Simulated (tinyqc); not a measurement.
# Two-diode model of a solar cell: two studies

J is the current delivered and Vj = V + J Rs the junction voltage. J = X JL - J01 (exp(Vj/(n1 Vt)) - 1) - J02 (exp(Vj/(2 Vt)) - 1) - Vj/Rp. The photocurrent does not depend on voltage.

Values chosen for this exercise; values of the order met in cells of CIGS:
- T = 298.15 K (temperature)
- JL = 33.2 mA/cm^2 (photocurrent at one sun)
- X = 0.1 suns (concentration)
- J01 = 3.1e-14 A/cm^2 (saturation current of the first diode)
- n1 = 1 (ideality factor of the first diode)
- Rs = 0 ohm cm^2 (series resistance)
- Rp = 20000 ohm cm^2 (shunt resistance)
- Pin = 100 mW/cm^2 (incident power at one sun)
- J02 = 4.6e-8 A/cm^2 (saturation current of the second diode (ideality 2))

Constants: q = 1.602176634e-19 C, kB = 1.380649e-23 J/K, Vt = kB T/q. Results are converted to the units shown.

Each table varies one quantity; the others keep the values above.

## Effect of the series resistance

Jsc at V = 0, Voc at J = 0, the maximum power point where J (1 + 2 Rs G) = G Vj with G = -dJ/dVj; FF = Vmp Jmp/(Voc Jsc); efficiency Vmp Jmp/(X Pin). Empirical fill factor without parasitics FF0 = (v - ln(v + 0.72))/(v + 1), v = Voc/(n1 Vt).

The same in every row: Voc (V) = 0.5721; FF0 = 0.8223.

Effect of the series resistance:

| Rs (ohm cm^2) | Jsc (mA/cm^2) | Vmp (V) | Jmp (mA/cm^2) | FF | efficiency (%) |
|---|---|---|---|---|---|
| 0 | 3.320 | 0.4560 | 2.967 | 0.7123 | 13.53 |
| 0.05 | 3.320 | 0.4559 | 2.967 | 0.7121 | 13.53 |
| 0.11 | 3.320 | 0.4557 | 2.967 | 0.7118 | 13.52 |
| 0.25 | 3.320 | 0.4554 | 2.966 | 0.7112 | 13.51 |
| 0.55 | 3.320 | 0.4547 | 2.965 | 0.7098 | 13.48 |
| 1.2 | 3.320 | 0.4531 | 2.963 | 0.7068 | 13.42 |
| 2.7 | 3.320 | 0.4495 | 2.957 | 0.7000 | 13.29 |
| 6 | 3.319 | 0.4417 | 2.945 | 0.6849 | 13.01 |

Read the table: what changes, and by how much?

As Rs goes from 0 to 6, Voc stays at 0.572 V, FF falls from 0.712 to 0.685 and the efficiency falls from 13.5 to 13.0 %. Voc does not depend on Rs, since no current flows through it at open circuit; between the first two rows FF drops by 1.11 times rs = Rs Jsc/Voc in relative terms.

## Effect of the concentration

Same model as above.

Results:

| X (suns) | Jsc (mA/cm^2) | Voc (V) | Vmp (V) | Jmp (mA/cm^2) | FF | efficiency (%) | FF0 |
|---|---|---|---|---|---|---|---|
| 0.01 | 0.3320 | 0.4527 | 0.3457 | 0.2763 | 0.6356 | 9.552 | 0.7900 |
| 0.04 | 1.328 | 0.5258 | 0.4128 | 1.165 | 0.6890 | 12.03 | 0.8112 |
| 0.1 | 3.320 | 0.5721 | 0.4560 | 2.967 | 0.7123 | 13.53 | 0.8223 |
| 0.5 | 16.60 | 0.6480 | 0.5307 | 15.14 | 0.7469 | 16.07 | 0.8377 |
| 2 | 66.40 | 0.7044 | 0.5925 | 61.37 | 0.7774 | 18.18 | 0.8474 |
| 6 | 199.2 | 0.7429 | 0.6376 | 186.0 | 0.8016 | 19.77 | 0.8533 |
| 20 | 664.0 | 0.7804 | 0.6817 | 627.0 | 0.8249 | 21.37 | 0.8586 |
| 300 | 9960 | 0.8561 | 0.7641 | 9572 | 0.8578 | 24.38 | 0.8681 |

Estimate the missing row, X = 80 suns.

Computed row:

| X (suns) | Jsc (mA/cm^2) | Voc (V) | Vmp (V) | Jmp (mA/cm^2) | FF | efficiency (%) | FF0 |
|---|---|---|---|---|---|---|---|
| 80 | 2656 | 0.8201 | 0.7261 | 2535 | 0.8449 | 23.01 | 0.8637 |

With this row back in the table: As X goes from 0.01 to 300, Voc rises from 0.453 to 0.856 V, FF rises from 0.636 to 0.858 and the efficiency rises from 9.55 to 24.4 %. Voc gains 62.6 mV a decade at the top and 121 mV at the bottom (n1 Vt ln 10 = 59.2 mV).

Computed by the program tinyqc: `OMP_NUM_THREADS=1 python tinyqc.py 2280122 2280123 out.jsonl`, one thread of a shared Intel Xeon 2.30GHz, about 0.02 s for the whole run.
